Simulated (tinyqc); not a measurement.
Coverage and depolarisation: effective work function and flat-band voltage of a metal/high-k/SiO2/Si stack with a dipole layer.

Constants: e^2/(4 pi eps0) = 14.39964547 eV angstrom.

Parameters, chosen for this exercise (a stack on Si capped with a magnesium-like oxide; shifted at random, so the results belong to these values and not to a real crystal): qd = 0.47 e (charge of a dipole); dd = 1.3 angstrom (its length); ed = 8.5 (dielectric constant in the dipole layer); al = 2.8 angstrom^3 (polarisability volume of a dipole).

Size of the step: linear D0 = 4 pi e2 N qd dd/ed, and D0/(1 + 9 al N^(3/2)), N in angstrom^-2, a Topping factor applied on top of ed as a model choice.

Results:
```
N (cm^-2)  D0 (eV)  9 al N^(3/2)  D (eV)
2.0e+13     0.0260        0.0023  0.0260
5.0e+13     0.0650        0.0089  0.0645
1.0e+14     0.1301        0.0252  0.1269
2.0e+14     0.2601        0.0713  0.2428
4.0e+14     0.5203        0.2016  0.4330
7.0e+14     0.9105        0.4667  0.6208
1.0e+15     1.3007        0.7969  0.7239
```

What does the comparison show?

Depolarisation takes off 2.5 % at 1e14 and 32 % at 7e14 cm^-2. D would peak at N = (2/(9 al))^(2/3) = 1.8e+15 cm^-2, beyond the table.

(tinyqc, `OMP_NUM_THREADS=1 python tinyqc.py 1880577 1880578 out.jsonl`, Intel(R) Xeon(R) Processor @ 2.30GHz, 1 thread, shared host, about 0.01 s.)
